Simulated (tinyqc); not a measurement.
Inside a calculation. Model: self-consistent Fermi level with native defects, at growth and after a quench. Computed by tinyqc, a small Python program that keeps every step. Command: `OMP_NUM_THREADS=1 python tinyqc.py 3031369 3031370 out.jsonl scfermi walk`. One thread of a shared host (Intel(R) Xeon(R) Processor @ 2.30GHz), about 0.07 s of CPU time with the checks. Intermediate numbers are printed to about 5 digits and carried at full precision; extremes and crossings named in words are read from the listed rows.

Energies are counted from the top of the valence band (VBM); when the gap shrinks with temperature the conduction band moves and the levels stay. D and A draw on one reservoir with opposite signs, as the two vacancies of a compound do.

Inputs (values chosen for the exercise, with bands modelled on InP):
```
quantity,value,unit
gap E_g at 300 K,1.35,eV
slope -dE_g/dT above 300 K,0.00029,eV/K
electron mass m_e,0.0812,m_0
valleys M_c,1,-
hole mass m_h,0.58,m_0
E_f of the neutral native donor D,1.317,eV
E_f of the neutral native acceptor A,1.073,eV
shift s of the chemical potential,0.24,eV
site density N_s,3.6e+22,cm^-3
dopant density N_X,0,cm^-3
growth temperature T_g,972,K
temperature of use T,200,K
```

Added shallow dopant: none.

levels of D above the VBM, most positive state first (eV): [0.505, 1.08]

levels of A above the VBM, (0/-1) first (eV): [0.369, 0.59]

Constants: m_0 = 9.1093837015e-31 kg; k_B = 1.380649e-23 J/K; h = 6.62607015e-34 J s; k_B = 8.617333262e-05 eV/K.

## Formation energies at E_F = 0

E_f(D, 0) = input + s and E_f(A, 0) = input - s; E_f(q, E_F = 0) follows from the levels, eps(q/q-1) = E_f(q - 1) - E_f(q) at E_F = 0.

E_f(q, E_F = 0) (eV): D(+2) -0.028, D(+1) 0.477, D(0) 1.557, A(0) 0.833, A(-1) 1.202, A(-2) 1.792

## Bands at growth

E_g(T) = E_g - slope x max(0, T - 300 K). N_c = 2 M_c (2 pi m_e k_B T/h^2)^(3/2) and N_v = 2 (2 pi m_h k_B T/h^2)^(3/2), masses in units of m_0. At growth T = T_g.

E_g(T_g) = 1.15512 eV

N_c(T_g) = 3.3863e+18 cm^-3

N_v(T_g) = 6.4644e+19 cm^-3

k_B T_g = 0.083760 eV

## Charges across the gap at T_g

n = N_c F_1/2((E_F - E_g)/k_B T), p = N_v F_1/2(-E_F/k_B T). F_1/2(eta) = (2/sqrt(pi)) int_0^infinity sqrt(x)/(1 + exp(x - eta)) dx, by the trapezoid rule in t = sqrt(x) with step 0.02 up to t = 12 (for eta < -12 by exp(eta) - exp(2 eta)/2^(3/2)). In equilibrium c_q = N_s exp(-(E_f(q, 0) + q E_F)/k_B T). Net charge = p - n + sum q c_q; the log ratio is ln(positive charge/negative charge). Entries near or above N_s lie outside the dilute limit and only show that E_F cannot go there.

Densities (cm^-3):
```
E_F (eV),n,p,charge on D,charge on A,log ratio
0.058,6.9375e+12,2.7807e+19,2.5241e+22,4.2289e+16,13.300
0.231,5.4727e+13,4.0113e+18,4.1231e+20,3.4159e+17,7.105
0.404,4.3170e+14,5.1830e+17,7.4758e+18,3.1917e+18,0.918
0.578,3.4453e+15,6.5084e+16,2.2397e+17,5.7219e+19,-5.288
0.751,2.7111e+16,8.2530e+15,1.7098e+16,2.4230e+21,-11.468
0.924,2.0983e+17,1.0462e+15,1.9860e+15,1.4181e+23,-17.661
1.097,1.4548e+18,1.3263e+14,2.4884e+14,8.7538e+24,-23.856
```

## Equilibrium at growth

E_F is the root of the log ratio, by 50 bisections between -0.5 eV and E_g + 0.5 eV.

E_F at growth = 0.42971 eV

n at growth = 5.8679e+14 cm^-3

p at growth = 3.8159e+17 cm^-3

Defects at growth:
```
state,E_f (eV),c (cm^-3)
D(+2),0.8314,1.7596e+18
D(+1),0.9067,7.1622e+17
D(0),1.5570,3.0432e+14
A(0),0.8330,1.7268e+18
A(-1),0.7723,3.5646e+18
A(-2),0.9326,5.2592e+17
```

total D = 2.4762e+18 cm^-3

total A = 5.8173e+18 cm^-3

The largest part of the positive charge comes from charged D (92 %) and that of the negative charge from charged A (100 %).

## After the quench to T

After a quench the totals of D and A stay as grown, and each is shared among its charge states with weights exp(-(E_f(q, 0) + q E_F)/k_B T).

E_F after the quench = 0.39895 eV

n after the quench = 3.4221e-07 cm^-3

p after the quench = 5.3400e+08 cm^-3

Frozen defects:
```
state,c (cm^-3),share of its total
D(+2),2.4709e+18,9.9788e-01
D(+1),5.2535e+15,2.1216e-03
D(0),3.6197e-02,1.4618e-20
A(0),8.7034e+17,1.4961e-01
A(-1),4.9469e+18,8.5037e-01
A(-2),7.5861e+13,1.3041e-05
```

The material is semi-insulating, weakly p-type with 5.34e8 carriers per cm^3.

## Slow cooling against a quench

Each E_F by bisection; full equilibrium lets the defects form and vanish at every T.

Two histories (densities in cm^-3):
```
T (K),"E_F, equilibrium (eV)",n,p,all defects,"E_F, frozen (eV)","n, frozen","p, frozen"
820,0.42942,4.8731e+13,1.1486e+17,1.3606e+18,0.42469,4.5576e+13,1.2281e+17
660,0.43146,1.1502e+12,1.8348e+16,8.4946e+16,0.42396,1.0080e+12,2.0936e+16
510,0.44425,5.7653e+09,1.0008e+15,1.5652e+15,0.42301,3.5562e+09,1.6225e+15
350,0.48177,3.7250e+05,1.6143e+12,1.6131e+12,0.41618,4.2342e+04,1.4202e+13
200,0.52568,5.3429e-04,3.4203e+05,3.3425e+05,0.39895,3.4221e-07,5.3400e+08
```

At 200 K equilibrium would leave 334000 defects per cm^3 against 8.29e18 frozen in, and E_F differs by -0.127 eV. Both histories end semi-insulating. Real samples lie between, set by the temperature at which diffusion stops.

Checks made by the program: neutrality at growth (relative difference below 1e-10).
